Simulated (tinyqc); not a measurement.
## Effect of surface-potential fluctuations

The band bending varies over the area as a Gaussian of deviation ss (in units of Vt), so Gp/w = q Dit times the Gaussian mean of ln(1 + y^2)/(2 y), y = x exp(-u), u of deviation ss, x = w tau at the mean bending. Listed: the x of the peak, its height over q Dit, the Dit that the rule Gp/w = 0.40237 q Dit would give, and Gp/w at five times the peak frequency over the peak.

Parameters, values chosen for the exercise:

| symbol | value | unit | meaning |
|---|---|---|---|
| Dit | 7.7e10 | cm^-2 eV^-1 | interface trap density |

Constants: q = 1.602176634e-19 C. Results are converted to the units shown.

Effect of surface-potential fluctuations:
```
ss    x at the peak  height/(q Dit)  peak Gp/w (nF/cm^2)  apparent Dit (cm^-2 eV^-1)  ratio at 5 f_peak
0             1.980          0.4024                4.964                    7.700e10             0.5767
0.43          2.055          0.3826                4.720                    7.322e10             0.6012
0.86          2.183          0.3405                4.201                    6.517e10             0.6646
1.29          2.294          0.2967                3.660                    5.678e10             0.7356
1.71          2.379          0.2592                3.198                    4.960e10             0.7938
2.14          2.445          0.2273                2.804                    4.350e10             0.8391
2.57          2.496          0.2011                2.481                    3.849e10             0.8727
3             2.535          0.1797                2.217                    3.438e10             0.8976
```

The height falls from 0.402 to 0.180 and the ratio at five times the peak frequency rises from 0.577 to 0.898: the peak grows lower and wider, as patches with different time constants add. The uncorrected rule understates Dit by a factor of 2.24 in the last row; the width ratio gives ss and so the correction.

Computed by the program tinyqc: `OMP_NUM_THREADS=1 python tinyqc.py 2030141 2030142 out.jsonl`, one thread of a shared Intel Xeon 2.30GHz, about 0.02 s for the whole run.
